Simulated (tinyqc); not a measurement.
Worked calculation: molecular dynamics of a small cluster by velocity Verlet steps. Computed by tinyqc, a small Python program that keeps every step. Command: `OMP_NUM_THREADS=1 python tinyqc.py 3024379 3024380 out.jsonl verlet walk`. One thread of a shared host (Intel(R) Xeon(R) Processor @ 2.30GHz), about 0.1 s of CPU time with the checks. Intermediate numbers are printed to about 6 digits and carried at full precision; extremes and crossings named in words are read from the listed rows.

E = sum_i {sum_j A exp(-p (r_ij/r0 - 1)) - xi sqrt(rho_i)}, rho_i = sum_j exp(-2 q (r_ij/r0 - 1)); the force on i is -sum_j w_ij (R_i - R_j)/r_ij with w_ij = -(2p/r0) A exp(-p (r_ij/r0 - 1)) + (xi q/r0) exp(-2 q (r_ij/r0 - 1)) (rho_i^(-1/2) + rho_j^(-1/2)).

Inputs (values chosen for the exercise, for model atoms):

| quantity | value | unit |
|---|---|---|
| length r0 | 2.33 | angstrom |
| repulsion A | 0.19 | eV |
| hopping xi | 2.63 | eV |
| decay p | 11.3 | - |
| decay q | 2.83 | - |
| atomic mass M | 83.9 | u |
| time step dt | 1.9 | fs |
| steps | 200 | - |

Potential: Gupta. Thermostat: none.

starting positions (angstrom):
```
           x      y      z
atom 1  0.02  -0.02   0.01
atom 2  2.15   0.04  -0.01
atom 3   1.1   1.87  -0.02
```

starting velocities (angstrom/fs):
```
              x         y         z
atom 1  0.00082   0.00055   0.00154
atom 2  0.00018  -0.00169  -0.00112
atom 3   -0.001   0.00114  -0.00043
```

Constants: 1 eV/(angstrom u) = 9.648533212e-03 angstrom/fs^2; k_B = 8.617333262e-05 eV/K.

## State at the start

Velocity Verlet: a = c F/M with c = 9.648533212e-3 angstrom/fs^2 per eV/(angstrom u); R(new) = R + v dt + a dt^2/2; v(new) = v + (a + a(new)) dt/2. Kinetic energy K = M v^2/(2c); temperature T = 2K/((3N - 3) k_B), rotation of the cluster included.

forces (eV/angstrom):
```
               x         y         z
atom 1   1.64020   1.22472  -0.02799
atom 2  -1.30285   0.57803   0.00567
atom 3  -0.33735  -1.80276   0.02232
```

potential energy = -11.1801 eV

kinetic energy = 0.0433646 eV

temperature = 167.742 K

## Step 1

The formulas are those given above.

positions after step 1 (angstrom):
```
              x         y         z
atom 1  0.02190  -0.01870   0.01292
atom 2  2.15007   0.03691  -0.01213
atom 3  1.09803   1.87179  -0.02081
```

new forces (eV/angstrom):
```
               x         y         z
atom 1   1.61681   1.21716  -0.03232
atom 2  -1.32074   0.64320   0.00788
atom 3  -0.29606  -1.86035   0.02444
```

velocities after step 1 (angstrom/fs):
```
                  x            y            z
atom 1   0.00117583   0.00081678   0.00153341
atom 2  -0.00010663  -0.00155658  -0.00111852
atom 3  -0.00106920   0.00073980  -0.00042489
```

total energy = -11.1367 eV

## Step 2

The formulas are those given above.

positions after step 2 (angstrom):
```
              x         y         z
atom 1  0.02447  -0.01690   0.01583
atom 2  2.14959   0.03408  -0.01425
atom 3  1.09594   1.87281  -0.02161
```

new forces (eV/angstrom):
```
               x         y         z
atom 1   1.56355   1.19348  -0.03594
atom 2  -1.30607   0.68867   0.00988
atom 3  -0.25748  -1.88215   0.02606
```

velocities after step 2 (angstrom/fs):
```
                  x            y            z
atom 1   0.00152328   0.00108014   0.00152595
atom 2  -0.00039361  -0.00141107  -0.00111658
atom 3  -0.00112968   0.00033093  -0.00041937
```

total energy = -11.1367 eV

## Fastest vibration

Relax the cluster, diagonalise the Hessian (central differences): omega_max = sqrt(c lambda_max/M). Verlet steps are stable for omega_max dt < 2.

omega_max = 0.0874333 1/fs

shortest period = 71.8626 fs

omega_max dt = 0.166123

The step is 1/37.8 of the shortest period.

## The trajectory

Spread = largest minus smallest value. The test of the step is the spread (largest minus smallest) of the total energy over the run without thermostat, against the spread of K; the step passes below 5 %. The mean T is over the second half.

Course of the run (evenly spaced rows):

| step | t (fs) | U (eV) | K (eV) | U + K (eV) | T (K) |
|---|---|---|---|---|---|
| 0 | 0.0 | -11.1801 | 0.043365 | -11.1367 | 167.742 |
| 14 | 26.6 | -11.2475 | 0.110338 | -11.1372 | 426.805 |
| 28 | 53.2 | -11.2663 | 0.129006 | -11.1373 | 499.017 |
| 42 | 79.8 | -11.1959 | 0.059050 | -11.1368 | 228.414 |
| 56 | 106.4 | -11.1847 | 0.047980 | -11.1367 | 185.596 |
| 70 | 133.0 | -11.2443 | 0.107297 | -11.1370 | 415.044 |
| 84 | 159.6 | -11.2084 | 0.071405 | -11.1370 | 276.206 |
| 98 | 186.2 | -11.2341 | 0.097182 | -11.1369 | 375.916 |
| 112 | 212.8 | -11.1821 | 0.045280 | -11.1368 | 175.151 |
| 126 | 239.4 | -11.2568 | 0.119715 | -11.1371 | 463.079 |
| 140 | 266.0 | -11.2106 | 0.073787 | -11.1368 | 285.421 |
| 154 | 292.6 | -11.1721 | 0.035338 | -11.1367 | 136.692 |
| 168 | 319.2 | -11.2729 | 0.135660 | -11.1373 | 524.757 |
| 182 | 345.8 | -11.2462 | 0.108931 | -11.1372 | 421.365 |
| 196 | 372.4 | -11.1925 | 0.055793 | -11.1367 | 215.816 |

spread of the total energy = 7.39224e-04 eV

spread of the total over spread of K = 0.00594926

mean temperature = 316.632 K

The total energy keeps within 0.59 % of the swings of K, so the step passes.

## Energy conservation against the time step

Runs without thermostat over the same span of time, steps x dt; spread = largest minus smallest value. For contrast, the energy gained over the first 30 dt (dt of the inputs) by explicit Euler steps: R(new) = R + v dt, v(new) = v + a dt.

Energy error (eV):

| dt (fs) | omega_max dt | Verlet, spread of U + K | Euler, gain in U + K |
|---|---|---|---|
| 0.2375 | 0.020765 | 1.15535e-05 | 0.01217 |
| 0.4750 | 0.041531 | 4.62172e-05 | 0.02570 |
| 0.9500 | 0.083062 | 1.84619e-04 | 0.05742 |
| 1.9000 | 0.166123 | 7.39224e-04 | 0.14470 |
| 3.8000 | 0.332247 | 2.96978e-03 | 0.47125 |
| 5.7000 | 0.498370 | 6.39654e-03 | 1.15278 |

The Verlet error grows as dt^2.00 between the first rows, the second order of the method. Euler steps gain energy steadily: over that short span the gain in the first row is already 1100 times the Verlet spread of the whole run, and it grows as dt^1.08, tending to the first order of that method as dt shrinks.

Checks made by the program: time reversal over 50 steps (relative difference below 1e-10).
